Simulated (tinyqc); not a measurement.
## In-plane mass from two subband densities

Inverse problem. At zero temperature each occupied subband holds N_k = D (EF - E_k), D = md m0 q/(pi hbar^2) per eV. Two subbands are occupied. Find md, EF - E1 and EF - E2.

Constants: q = 1.602176634e-19 C, hbar = 1.054571817e-34 J s, m0 = 9.1093837015e-31 kg. Results are converted to the units shown.

N1, N2 (cm^-2): 4.2324995e11  8e10
E2 - E1 = 19.8 meV

Answer. N1 - N2 = D (E2 - E1) gives D and so md; each N_k/D is a distance to EF.

md = 0.0415 m0
EF - E1 = 24.4 meV
EF - E2 = 4.61 meV

Computed by the program tinyqc: `OMP_NUM_THREADS=1 python tinyqc.py 2140109 2140110 out.jsonl`, one thread of a shared Intel Xeon 2.30GHz, about 0.2 s for the whole run.
